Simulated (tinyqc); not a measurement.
Thermal resistances of a two-die stack.

Problem. Heat leaves through the lower die only, and the system is linear. Find the resistance R1 from the lower die to the coolant, R2 between the dies, and the rise of the upper die when both are powered.

Values chosen for this exercise: power of the lower die P1 = 56 W; power of the upper die P2 = 6.4 W.

rises of the lower and upper die with only the lower one powered (K): [17.36, 17.36]
rises of the lower and upper die with only the upper one powered (K): [1.984, 2.56]

Answer. With only the lower die powered no heat crosses R2, so both dies rise by P1 R1; the difference in the second test is P2 R2; rises add.

R1 = 0.310 K/W
R2 = 0.0900 K/W
rise of the upper die = 19.9 K

tinyqc, about 0.02 s, one thread, Intel Xeon 2.30GHz (shared host): `OMP_NUM_THREADS=1 python tinyqc.py 2162027 2162028 out.jsonl`
